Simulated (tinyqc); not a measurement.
Thin-body transistor below threshold, two-dimensional Poisson equation on a small mesh: course of the iteration: over-relaxation sweep (omega = 1.5).

A thin body on a thick buried insulator of low permittivity, taken as carrying no normal field at the bottom of the body (row 0). Mobile charge is neglected (subthreshold), the body is fully depleted, and potentials are counted from the intrinsic level; rows run upward to the gate, columns from source to drain.

Mesh: rows i = 0..2 in the semiconductor (step hs = tb/2, row 2 on the interface), then 2 step(s) ho = tox/2 up to the gate row 4; columns j = 0..5 (step hy = L/5). Box integration, divided by eps0: up_i = eps hy/h of the interval above row i, dn_i = that of the interval below (0 for row 0), lat_i = (sum of eps h/2 over the intervals above and below)/hy, s_i = -q Na w_i hy/eps0 with w_i the semiconductor height of the box (hs/2 for row 0 and the interface row, hs between, 0 in the insulator). Each free node obeys (up + dn + 2 lat) psi = up psi(above) + dn psi(below) + lat [psi(left) + psi(right)] + s.

Free nodes: rows 0..3, columns 1..4, taken row by row from row 0, left to right. t = (up psi(above) + dn psi(below) + lat [psi(left) + psi(right)] + s)/(up + dn + 2 lat), with the newest neighbours; psi(new) = psi + 1.5 (t - psi).

Stop when the largest change of psi is below 1e-7 V, or after 400 iterations. Fixed values: gate row Vg - Vfb; column 0 at Vbi and the last column at Vbi + Vd in the semiconductor, each running linearly to Vg - Vfb across the insulator.

Parameters, values chosen for the exercise; semiconductor permittivity close to that of silicon:
- eps_r = 11.8 (relative permittivity of the semiconductor)
- eox = 3.9 (relative permittivity of the insulator)
- tb = 3 nm (body thickness)
- tox = 1.9 nm (insulator thickness)
- L = 25 nm (channel length)
- Na = 2.6e18 cm^-3 (acceptor density of the depleted body)
- Vbi = 0.47 V (potential of the source)
- Vfb = -0.04 V (gate offset)
- Vg = 0 V (gate voltage)
- Vd = 0.5 V (drain voltage)

Constants: q = 1.602176634e-19 C, eps0 = 8.8541878128e-14 F/cm where lengths are in cm. Results are converted to the units shown.

psi at the start (fixed values on the edges, free nodes at zero) (V):
```
,j=0,j=1,j=2,j=3,j=4,j=5
row 0,0.470000,0.000000,0.000000,0.000000,0.000000,0.970000
row 1,0.470000,0.000000,0.000000,0.000000,0.000000,0.970000
row 2,0.470000,0.000000,0.000000,0.000000,0.000000,0.970000
row 3,0.255000,0.000000,0.000000,0.000000,0.000000,0.505000
row 4,0.040000,0.040000,0.040000,0.040000,0.040000,0.040000
```

```
row,up,dn,lat,s (V)
0,39.3333,0,1.77,-0.176427
1,39.3333,39.3333,3.54,-0.352855
2,20.5263,39.3333,2.14050,-0.176427
3,20.5263,20.5263,0.741,0
```

Course of the iteration:
```
iteration,"psi at row 0, j = 2 (V)",largest |change| of one entry (V)
1,-0.00475248,0.134
2,-0.00990139,0.108
3,-0.00964836,0.101
4,0.0122452,0.0715
5,0.0244594,0.0363
6,0.0397500,0.0259
7,0.0517840,0.0148
8,0.0603546,8.57e-3
9,0.0659855,5.63e-3
...,...,...
16,0.0713741,4.21e-5
17,0.0713885,1.46e-5
18,0.0713948,7.84e-6
19,0.0713980,5.71e-6
20,0.0713997,2.72e-6
21,0.0714009,1.26e-6
22,0.0714014,4.59e-7
23,0.0714016,1.71e-7
24,0.0714016,4.03e-8
```

Did this iteration meet its convergence test, and what does its course show?

Yes. Converged in 24 iterations. The changes do not fall evenly; from iteration 19 to 24 they shrink by a factor of 2.7 a step on average.

Numbers from tinyqc (`OMP_NUM_THREADS=1 python tinyqc.py 2480114 2480115 out.jsonl`; about 0.1 s on one thread of a shared Intel Xeon 2.30GHz).
